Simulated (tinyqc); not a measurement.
Dispersion: Heisenberg magnet: exchange from energy differences, ordering vector, linear spin waves and ordering temperature. Computed by tinyqc, a small Python program. Command: `OMP_NUM_THREADS=1 python tinyqc.py 3012216 3012217 out.jsonl magnon walk`. One thread of a shared host (Intel(R) Xeon(R) Processor @ 2.30GHz), about 0.03 s of CPU time with the checks.

H = -sum over pairs <ij> J_ij S_i.S_j - K sum_i (S_i^z)^2, each pair once, J > 0 ferromagnetic. First neighbours: 4 at a (1, 0), second: 4 at a (1, 1), with all permutations and signs.

Inputs (values chosen for the exercise, for a model magnet): exchange J1 = -3.93 meV; exchange J2 = 0.67 meV; spin S = 2; single-ion anisotropy K = 0.046 meV; lattice constant a = 5.3 angstrom.

Lattice: square. Order: Neel (nearest neighbours antiparallel).

Method:
- g_s(q) = sum over shell s of cos(q.R), z1 = g1(0). A(q) = S [-J1 g1(0) + J2 (g2(0) - g2(q))] + (2S - 1) K, B(q) = S J1 g1(q), E(q) = sqrt(A^2 - B^2). The factor 2S - 1 removes the anisotropy for S = 1/2.
- sum R_x^2 over the shells is s1 = 2 a^2 and s2 = 4 a^2. Without K, E = c q with c = S sqrt(z1 |J1| (|J1| s1 + J2 s2)); the gap is E(0) = sqrt(k (k + 2 S z1 |J1|)), k = (2S - 1) K.
- J(q) = J1 g1(q) + J2 g2(q), g_s(q) = sum over shell s of cos(q.R).

gap = 2.94898 meV

spin-wave velocity c = 136.443 meV angstrom

Energies (meV); X = (0.5, 0), M = (0.5, 0.5) in 2 pi/a:
```
line  fraction of the way    E(q)  sqrt(gap^2 + c^2 q^2)
G-X                  0.10   8.551                  8.609
G-X                  0.25  19.458                 20.433
G-X                  0.50  33.426                 40.546
G-X                  0.75  40.467                 60.730
G-X                  1.00  42.298                 80.931
G-M                  0.10  11.648                 11.812
G-M                  0.20  21.693                 23.065
G-M                  0.30  29.825                 34.440
G-M                  0.40  35.107                 45.846
G-M                  0.50  36.938                 57.265
```

What follows from these numbers?

At the end of the G-X rows the long-wave form is 1.91 times the true energy. At the end of the G-M rows the long-wave form is 1.55 times the true energy. It holds to 5 % in 2 of the ten rows; nearer the zone boundary the cosine flattens the band.
